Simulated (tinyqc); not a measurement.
# Concentration-dependent dopant diffusion with charged defects and the built-in field, step by step

A worked calculation. Computed by tinyqc, a small Python program that keeps every step. Command: `OMP_NUM_THREADS=1 python tinyqc.py 3026293 3026294 out.jsonl extrinsic walk`. One thread of a shared host (Intel(R) Xeon(R) Processor @ 2.30GHz), about 0.07 s of CPU time with the checks. Intermediate numbers are printed to about 5 digits and carried at full precision; extremes and crossings named in words are read from the listed rows.

A constant source C_s feeds a half space. The dopant moves through neutral point defects and through charged ones, whose number grows with the majority carrier density n.

Inputs (values chosen for the exercise, modelled on antimony in silicon):
```
quantity,value,unit
neutral prefactor D0x,0.244,cm^2/s
neutral activation energy E0,3.65,eV
singly charged prefactor D01,15.2,cm^2/s
activation energy E1,4.08,eV
surface concentration C_s,8e+19,1/cm^3
junction level C_B,6.8e+15,1/cm^3
temperature T,1050,C
time t,1100,s
```

Field enhancement: on.

Constants: k_B = 8.617333262e-05 eV/K.

## Intrinsic density and partial diffusivities

n_i = 3.87e16 T^1.5 exp(-7014/T) per cm^3 (T in kelvin, an empirical form); each D = prefactor x exp(-E/(k_B T)); the intrinsic diffusivity D_i is their sum. Temperatures in kelvin are T(C) + 273.15.

n_i = 9.2883e+18 1/cm^3

partial diffusivities (cm^2/s): Dx 3.0536e-15, D1 4.3796e-15

intrinsic diffusivity D_i = 7.4332e-15 cm^2/s

## Diffusivity at the surface

n = C/2 + sqrt(C^2/4 + n_i^2); D(C) = h [Dx + D1 (n/n_i)], h = 1 + C/sqrt(C^2 + 4 n_i^2).

n/n_i = 8.7276

field factor h = 1.9741

surface diffusivity D_s = 8.1484e-14 cm^2/s

enhancement D_s/D_i = 10.962

C_s is 8.61 times n_i: diffusion is extrinsic near the surface. At such a C_s dopants can cluster or exceed their solubility, which the model leaves out.

## Similarity solution

With y = x/sqrt(D_s t), u = C/C_s and q = -(D/D_s) du/dy: du/dy = -q D_s/D, dq/dy = -(y/2) q D_s/D, u(0) = 1. The surface flux q(0) is shot so that u tends to 0 (LSODA, an adaptive multistep solver, relative tolerance 1e-10). Dose Q = 2 q(0) C_s sqrt(D_s t). The junction lies where C = C_B.

surface flux q(0) = 0.45448

dose Q = 6.8843e+14 1/cm^2

junction in units of sqrt(D_s t) = 2.2749

junction depth x_j = 215.37 nm

For a constant D, q(0) = 1/sqrt(pi) = 0.5642; for D proportional to C it tends to 0.444, with the front at y = 1.616. Caution: at such concentrations dopants can cluster or exceed their solubility; the active fraction and the diffusivity then fall below the model.

## Where the concentration falls to given levels

For comparison, erfc profiles with a constant D: x = 2 sqrt(D t) erfc^-1(C/C_s), with D = D_i and D = D_s.

Depth (nm):
```
C/C_s,D/D_s,full,erfc with D_i,erfc with D_s
8.00e-01,0.81446,38.37,10.25,33.92
5.00e-01,0.53550,87.39,27.28,90.31
2.00e-01,0.25566,131.94,51.82,171.59
1.00e-01,0.16627,148.28,66.52,220.23
3.00e-02,0.11125,165.30,87.76,290.55
1.00e-02,0.09761,176.57,104.16,344.88
1.00e-03,0.09185,196.43,133.07,440.57
1.00e-04,0.09129,214.18,157.33,520.91
```

The depth between C/C_s = 0.1 and 1e-4 spans 65.9 nm in the full profile, against 90.8 nm for D_i and 301 nm for D_s; the ratio of the depths at 1e-4 and at 0.5 is 2.45, against 5.77 for any erfc. The profile is box-like: fast diffusion in the heavily doped part feeds a front that moves slowly where D drops to D_i. Caution: at such a C_s dopants can cluster or exceed their solubility, which the model leaves out.

Checks made by the program: dose from the flux against the area under the profile (relative difference 4e-08).
